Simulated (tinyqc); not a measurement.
# Worked calculation: random telegraph noise from one oxide trap in a small MOSFET

Numbers from tinyqc (`OMP_NUM_THREADS=1 python tinyqc.py 2710118 2710119 out.jsonl`; about 0.01 s on one thread of a shared Intel Xeon 2.30GHz). Printed values are rounded.

An acceptor-like trap exchanges electrons with the channel. Inversion charge Q = Cox u, u = n Vt W0(exp((Vg - VT)/(n Vt))), W0 the Lambert function, n = nf, Cox = eps0 eox/tox; linear regime Id = (W/L) mu Q Vd. Relative to threshold the surface potential rises by Vt ln(u/u0) and the oxide voltage by the rest of Vg - VT, with u0 = n Vt W0(1).

Values chosen for this exercise; values of the order met in silicon transistors: temperature T = 300 K; relative permittivity of the gate insulator (close to zirconium oxide) eox = 25.7; insulator thickness tox = 5.7 nm; depth of the trap from the channel interface xt = 2.5 nm; trap level above the channel Fermi level at threshold E0 = 0.07 eV; capture prefactor s0 = 1e-15 cm^2; capture barrier (lattice relaxation) EB = 0.38 eV; tunnelling decay length lt = 0.16 nm; thermal velocity vth = 1.1e7 cm/s; thickness of the inversion layer zi = 2.9 nm; threshold voltage VT = 0.2 V; body factor nf = 1.33; gate width W = 160 nm; gate length L = 160 nm; mobility mu = 110 cm^2/(V s); scattering coefficient of the charged trap asc = 0 V s; drain voltage Vd = 0.05 V; gate voltage Vg = 0.34 V.

Constants: q = 1.602176634e-19 C, kB = 1.380649e-23 J/K, Vt = kB T/q, eps0 = 8.8541878128e-14 F/cm where lengths are in cm. Results are converted to the units shown.

Range of the model: VT is taken as given; short-channel effects and the uneven flow of current among few electrons are left out.

## Trap level, time constants and occupancy

N = Cox u/q; dpsi = Vt ln(u/u0); E = E0 - dpsi - (xt/tox)(Vg - VT - dpsi); capture time tc = 1/[(N/zi) vth s0 exp(-xt/lt - EB/Vt)]; emission time te = tc exp(-E/Vt); occupancy te/(tc + te).

u = 0.102458 V
N = 2.55294e12 cm^-2
dpsi = 0.0428891 V
E = -0.0154816 eV
tc = 152.593 s
te = 277.725 s
occupancy = 0.645394

The trap lies 0.60 Vt below the Fermi level, so it is filled 64.5 % of the time.

## Step height

A = W L; threshold step dV = q (1 - xt/tox)/(Cox A); gm/Id = 1/(u + n Vt); relative step dI/I = (gm/Id) dV + asc mu/A. Id as defined.

electrons in the channel N A = 653.553
dV = 0.0880113 mV
gm/Id = 7.30776 1/V
number part of dI/I = 0.0643166 %
dI/I = 0.0643166 %
Id = 2.24965 uA
dI = 1.44689 nA

## Lorentzian spectrum

Spectrum S(f) = 4 dI^2/{(tc + te)[(1/tc + 1/te)^2 + (2 pi f)^2]}; corner fc = (1/tc + 1/te)/(2 pi); variance dI^2 tc te/(tc + te)^2. Give S at f = 0, at fc and at 10 fc.

fc = 0.00161607 Hz
S(0) = 1.88740e-16 A^2/Hz
S(fc) = 9.43701e-17 A^2/Hz
S(10 fc) = 1.86872e-18 A^2/Hz
rms current = 0.692185 nA

The rms value is 0.478 of the step; it reaches its largest share, 1/2, when tc = te.
